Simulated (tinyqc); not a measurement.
# Donor binding, ionisation and the Mott limit: ionisation against doping

Hydrogenic donor: Ry = (m0 q^3/(8 eps0^2 h^2)) me/eps_r^2 in eV, E0 = cc Ry, radius a = q/(8 pi eps0 eps_r E0), Mott density Nm = (0.26/a)^3. Below Nm the level sinks as Ed = E0 [1 - (N/Nm)^(1/3)]. Neutrality: Nc F12(eta) = N/(1 + 2 exp(eta + Ed/kB T)), F12(x) = (2/sqrt(pi)) int_0^infinity sqrt(u)/(1 + exp(u - x)) du.

The neutrality equation is solved with F12 in each row.

Parameters, values chosen for the exercise; band and dielectric values close to those of gallium arsenide:

| symbol | value | unit | meaning |
|---|---|---|---|
| T | 300 | K | temperature |
| eps_r | 13 |  | relative permittivity |
| me | 0.0657 | m0 | mass in the hydrogenic formula, set independently of Nc |
| Nc | 4.43e17 | cm^-3 | conduction-band density of states at 300 K |
| cc | 1.3 |  | ratio of the true binding energy to the hydrogenic one |

Constants: q = 1.602176634e-19 C, kB = 1.380649e-23 J/K, eps0 = 8.8541878128e-12 F/m, h = 6.62607015e-34 J s, m0 = 9.1093837015e-31 kg, Vt = kB T/q. Results are converted to the units shown.

Result of one run:
```
N/Nm,Ed (meV),ionised (%),ionised with Ed = E0 (%)
0.001070,6.173,99.98,99.98
```

Which donor density N gave this result: 1.4e13, 3.6e13, 6e14, 1.5e15 or 2.5e16 cm^-3?

N = 3.6e13 cm^-3.

The whole series:
```
N (cm^-3),N/Nm,Ed (meV),ionised (%),ionised with Ed = E0 (%)
1.4e13,4.162e-4,6.363,99.99,99.99
3.6e13,0.001070,6.173,99.98,99.98
9.1e13,0.002705,5.918,99.95,99.95
2.3e14,0.006838,5.571,99.87,99.86
6e14,0.01784,5.079,99.67,99.65
1.5e15,0.04459,4.438,99.21,99.13
3.9e15,0.1159,3.523,98.05,97.80
9.9e15,0.2943,2.302,95.51,94.73
2.5e16,0.7432,0.6476,90.38,88.31
```

The ionised share falls from 100 to 90.4 %, against 100 to 88.3 % for a fixed level: a higher density raises EF against the level, which fills more donors, while the sinking Ed works the other way.

Range of the model: A sharp level with degeneracy 2 overstates freeze-out near Nm, where the impurity band broadens and merges with the conduction band.

Program tinyqc, `OMP_NUM_THREADS=1 python tinyqc.py 2330072 2330073 out.jsonl`; Intel Xeon 2.30GHz, shared host, one thread, about 0.01 s.
